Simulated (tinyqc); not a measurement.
Worked calculation: Hubbard chain of 4 sites. Computed by tinyqc, a small Python program that keeps every step. Settings: hopping = 1.87, U = 1.0, mixing = 1, iteration cap = 65. Command: `OMP_NUM_THREADS=1 python tinyqc.py 28504 28505 out.jsonl` (the two numbers bound the seeds that draw the settings). One thread of a shared host (Intel(R) Xeon(R) Processor @ 2.60GHz), about 0.2 s of CPU time with the checks. Later iterations appear only in the table of the cycle.

## Mean-field iteration 1

one-body matrix (hopping and site energies) (eV):
```
           1          2          3          4
1   0.690000  -1.870000   0.000000   0.000000
2  -1.870000  -0.730000  -1.870000   0.000000
3   0.000000  -1.870000  -0.070000  -1.870000
4   0.000000   0.000000  -1.870000  -0.870000
```

U = 1.000000 eV

electrons, up and down: 2  2

mixing = 1

n(up) at the start (a guess, not normalised): 1 0.550000, 2 0.450000, 3 0.550000, 4 0.450000

n(down) at the start (a guess): 1 0.450000, 2 0.550000, 3 0.450000, 4 0.550000

H(up) = T + U n(down), H(down) = T + U n(up); fill the lowest levels; n(new) = n + mixing (n(out) - n); E = tr T (rho up + rho down) + U sum n_up n_down of the output.

levels, up (eV): -2.885978  -0.969881  1.600176  3.275683

levels, down (eV): -2.899914  -1.019826  1.647028  3.292712

energy = -8.661016 eV

n(up) after iteration 1: 1 0.287755, 2 0.635571, 3 0.415269, 4 0.661405

n(down) after iteration 1: 1 0.263816, 2 0.653462, 3 0.394907, 4 0.687815

## Mean-field iteration 2

As before.

levels, up (eV): -2.857959  -0.925346  1.542668  3.260637

levels, down (eV): -2.859768  -0.934523  1.550191  3.264099

energy = -8.681766 eV

n(up) after iteration 2: 1 0.327819, 2 0.609376, 3 0.436147, 4 0.626659

n(down) after iteration 2: 1 0.321429, 2 0.613542, 3 0.431132, 4 0.633897

## Mean-field iteration 3

As before.

levels, up (eV): -2.864241  -0.943671  1.560918  3.266995

levels, down (eV): -2.864751  -0.946257  1.562960  3.268048

energy = -8.683053 eV

n(up) after iteration 3: 1 0.313500, 2 0.618815, 3 0.426412, 4 0.641273

n(down) after iteration 3: 1 0.311901, 2 0.619834, 3 0.425130, 4 0.643134

## Convergence

Each step fills the lowest levels of T + U n(other spin) and sets n(new) = n + mixing (n(out) - n); stop when output and input agree to 1e-8.

Course of the cycle:
```
iteration       E (eV)  largest |n(out) - n(in)|  mean |n_up - n_down|
1          -8.66101612                  2.62e-01              0.022150
2          -8.68176557                  5.76e-02              0.005702
3          -8.68305307                  1.46e-02              0.001440
4          -8.68313602                  3.81e-03              0.000367
5          -8.68314138                  9.89e-04              0.000094
6          -8.68314173                  2.55e-04              0.000024
7          -8.68314175                  6.55e-05              0.000006
8          -8.68314175                  1.68e-05              1.55e-06
9          -8.68314175                  4.29e-06              3.95e-07
10         -8.68314175                  1.10e-06              1.01e-07
11         -8.68314175                  2.80e-07              2.57e-08
12         -8.68314175                  7.14e-08              6.54e-09
13         -8.68314175                  1.82e-08              1.67e-09
14         -8.68314175                  4.65e-09              4.25e-10
```

local moments n_up - n_down: 1 0.000000, 2 0.000000, 3 0.000000, 4 0.000000

Converged in 14 iterations. Before convergence this energy mixes input and output and is not variational, so it may rise towards its limit.

## Exact diagonalisation (36 states)

Lowest levels of the sector, and the double occupancy of the lowest state.

lowest levels (eV): -8.725778  -6.463828  -5.999628  -4.800435  -4.476433  -4.381015

double occupancy per site = 0.245930

The mean-field solution above lies 0.0426 eV above the exact energy.

## The lowest level by Lanczos steps

From a random start vector (not printed): a_j = <q_j|H|q_j>, b_j = norm of the remainder after orthogonalising; the Ritz value is the lowest eigenvalue of the tridiagonal matrix of a and b so far.

Lanczos:
```
j    a_j (eV)  b_j (eV)  lowest Ritz value (eV)
1   -3.719574  5.287855             -3.71957375
2   -0.913643  4.668034             -7.78741466
3    3.117572  4.275036             -8.55842862
4    1.525282  3.195302             -8.70016253
5    0.572810  3.420920             -8.72002350
6   -0.935106  2.976776             -8.72447927
7   -0.504459  3.976115             -8.72538639
8    0.207586  3.254139             -8.72570345
9    0.178330  1.923863             -8.72577287
10  -0.407493  3.343814             -8.72577738
```
